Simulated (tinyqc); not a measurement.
What moves the results: three-level Kane dispersion of a narrow-gap semiconductor. A value that a table varies takes the place of the one given here.

Zero of energy at Gamma8, c = hbar^2/2m0, P^2 = Ep c. The free-electron term and remote bands are left out, so the heavy holes are flat at E = 0 and the other three bands obey E (E - Eg)(E + Dso) = P^2 k^2 (E + 2 Dso/3). The conduction band is the highest root; its edge is Ec = max(Eg, 0).

Degenerate electrons at T = 0: kF = (3 pi^2 n)^(1/3), 1 cm^-3 = 1e-24 angstrom^-3; EF is the highest root at kF. The momentum (cyclotron, optical) mass is m(E) = hbar^2 k/(dE/dk) = c d(k^2)/dE with d(k^2)/dE = k^2 [1/E + 1/(E - Eg) + 1/(E + Dso) - 1/(E + 2 Dso/3)]; the density of states is k d(k^2)/dE/(2 pi^2).

Edge mass m0* = 3 |Eg|/(2 Ep).
Constants: hbar^2/2m0 = 3.80998211 eV angstrom^2.

Values chosen for the exercise (near those of HgTe; shifted at random, so the results belong to these values and not to a real crystal): Eg = -0.288 eV (E(Gamma6) - E(Gamma8)); Dso = 1.04 eV (spin-orbit splitting); Ep = 19 eV (Kane energy); k = 0.01 1/angstrom (wave vector); n = 3.1e+17 cm^-3 (electron density).

## Filling the band

n from 1e15 to 1e19 cm^-3. The last column is the local power d ln(EF - Ec)/d ln n = kF^2/(1.5 (EF - Ec) d(k^2)/dE).

Results:
```
n (cm^-3)  kF (1/angstrom)  EF - Ec (meV)  parabolic (meV)   m(EF)  m(EF)/m0*  power
1.0e+15            0.00309            1.6              1.6  0.0230       1.01  0.664
1.0e+16            0.00667            7.3              7.4  0.0237       1.04  0.653
3.0e+16            0.00961           14.8             15.5  0.0247       1.09  0.640
1.0e+17            0.01436           31.6             34.6  0.0270       1.19  0.615
3.0e+17            0.02071           61.0             71.9  0.0308       1.35  0.580
1.0e+18            0.03094          119.2            160.4  0.0382       1.68  0.534
3.0e+18            0.04462          209.4            333.6  0.0491       2.16  0.491
1.0e+19            0.06665          369.0            744.4  0.0677       2.98  0.452
```

What can be read from the table?

The power falls from 0.664 to 0.452: 2/3 marks a parabola, 1/3 a linear band. The parabola is within 10 % up to n = 1.0e+17 cm^-3. The mass has doubled by n = 3.0e+18 cm^-3 and ends at 3.0 times its edge value.

## Closing and inverting the gap

Eg is varied at fixed k, Dso and Ep. Edge mass: Eg (Eg + Dso)/(Ep (Eg + 2 Dso/3)) for Eg > 0, 3 |Eg|/(2 Ep) for Eg < 0. The Gamma6 weight of the conduction state is 1/(1 + P^2 k^2 [(2/3)/E^2 + (1/3)/(E + Dso)^2]).

Results:
```
Eg (eV)      m0*  highest root (eV)  middle (eV)  lowest (eV)  E - Ec (meV)  Gamma6 weight
-0.200   0.01579             0.0220      -0.2191      -1.0429          22.0          0.091
-0.100   0.00789             0.0361      -0.1335      -1.0426          36.1          0.212
-0.040   0.00316             0.0531      -0.0907      -1.0424          53.1          0.368
-0.010   0.00079             0.0657      -0.0733      -1.0423          65.7          0.471
0.010    0.00079             0.0758      -0.0635      -1.0423          65.8          0.543
0.040    0.00310             0.0937      -0.0514      -1.0422          53.7          0.644
0.100    0.00756             0.1372      -0.0351      -1.0421          37.2          0.795
0.200    0.01461             0.2235      -0.0216      -1.0420          23.5          0.911
```

What does this show?

The edge mass vanishes with |Eg| from both sides, yet the kinetic energy at this k stays finite, at most 65.8 meV in the table; at Eg = 0 the two-level form, without the split-off band, gives the linear value sqrt(2/3) P k = 69.5 meV. The Gamma6 weight of the conduction state goes smoothly from 0.09 to 0.91 and is 0.47 and 0.54 in the two rows next to Eg = 0: at finite k nothing jumps at the inversion.

## What each parameter does

Edge mass, EF - Ec and m(EF). Each row changes one parameter from the base and keeps the others.

Results:
```
case               m0* (m0)  EF - Ec (meV)  m(EF) (m0)
base                0.02274          62.13     0.03096
n = 6.2e+17 cm^-3   0.02274          91.97     0.03477
Eg = -0.3312 eV     0.02615          56.03     0.03342
Dso = 0.884 eV      0.02274          62.37     0.03075
Ep = 16.15 eV       0.02675          53.89     0.03517
```

What does this show?

The largest shifts from the base row, up to three for each result and ties (the steps differ in size, so this ranks the rows, not the parameters). m0* (m0): Ep +0.00401, Eg +0.00341; unchanged at the printed digits by n and Dso. EF - Ec (meV): n +29.85, Ep -8.23, Eg -6.10. m(EF) (m0): Ep +0.00421, n +0.00381, Eg +0.00246.

(tinyqc, `OMP_NUM_THREADS=1 python tinyqc.py 1080154 1080155 out.jsonl`, Intel(R) Xeon(R) Processor @ 2.30GHz, 1 thread, shared host, about 0.01 s.)
